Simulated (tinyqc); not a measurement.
Inside a calculation: standing waves and exposure in a photoresist film. Values are carried at full precision from step to step, so a last printed digit may differ when a step is redone from the rounded ones.

Normal incidence from air. Unexposed resist: N1 = n1 + i k1 with k1 = (A + B) lam/(4 pi), lam in micrometres. r01 = (1 - N1)/(1 + N1), t01 = 2/(1 + N1). Substrate Ns = ns + i ks: r12 = (N1 - Ns)/(N1 + Ns). With p = exp(2 pi i N1 d/lam), the field at depth z is E(z) = t01 [exp(2 pi i N1 z/lam) + r12 p^2 exp(-2 pi i N1 z/lam)]/(1 + r01 r12 p^2), the relative intensity I(z) = n1 |E(z)|^2 and the reflectance R = |(r01 + r12 p^2)/(1 + r01 r12 p^2)|^2.

Values chosen for the exercise (a resist on Si, indices near tabulated ones; not measured data): lam = 248 nm (vacuum wavelength); n1 = 1.76 (resist index); A = 0.05 1/micrometre (bleachable absorption (Dill A)); B = 1.03 1/micrometre (fixed absorption (Dill B)); d = 369 nm (resist thickness); ns = 1.587 (substrate n); ks = 3.544 (substrate k); C = 0.025 cm^2/mJ (exposure rate (Dill C)); D = 20 mJ/cm^2 (incident dose); Ld = 5 nm (diffusion length of the post-exposure bake).

## Interface coefficients

Form N1, r01, t01 and r12.

N1 = 1.76000+0.02131i
r01 = -0.2754-0.0056i
t01 = 0.7246-0.0056i
r12 = -0.5010-0.5188i
|r12|^2 = 0.5202

Next to the bottom the intensity swings by a factor ((1 + |r12|)/(1 - |r12|))^2 = 38.1 between antinode and node.

## Round trip and reflectance

Form p^2, the denominator and R; the period of the standing wave is lam/(2 n1).

p^2 = 0.0530+0.6692i
1 + r01 r12 p^2 = 0.9097+0.0981i
R = 0.1645
period = 70.45 nm

The film holds 5.24 periods.

## Intensity and exposure over the lowest period

Nine depths from d - period to d. Without bleaching during the exposure the share of unexposed compound is m = exp(-C D I).

Profile:

| z (nm) | I | m |
|---|---|---|
| 298.5 | 0.414 | 0.813 |
| 307.4 | 0.084 | 0.959 |
| 316.2 | 0.380 | 0.827 |
| 325.0 | 1.126 | 0.569 |
| 333.8 | 1.883 | 0.390 |
| 342.6 | 2.206 | 0.332 |
| 351.4 | 1.903 | 0.386 |
| 360.2 | 1.149 | 0.563 |
| 369.0 | 0.384 | 0.825 |

I runs from 0.084 to 2.206 on these points, so m runs from 0.332 to 0.959; the least exposed point listed lies 61.6 nm above the bottom.

## Smoothing by the bake

Gaussian diffusion of length Ld multiplies a cosine of period L by exp(-2 pi^2 Ld^2/L^2). Give that factor, and the Ld that leaves 10 %.

factor = 0.905
Ld for 10 % = 24.06 nm

## Checks

- R against the transfer-matrix product: both 0.16454.
- Absorption (A + B) d times the mean of I against 1 - R - T: both 0.489.

tinyqc: `OMP_NUM_THREADS=1 python tinyqc.py 1682092 1682093 out.jsonl`; about 0.01 s, one thread, shared Intel(R) Xeon(R) Processor @ 2.30GHz.
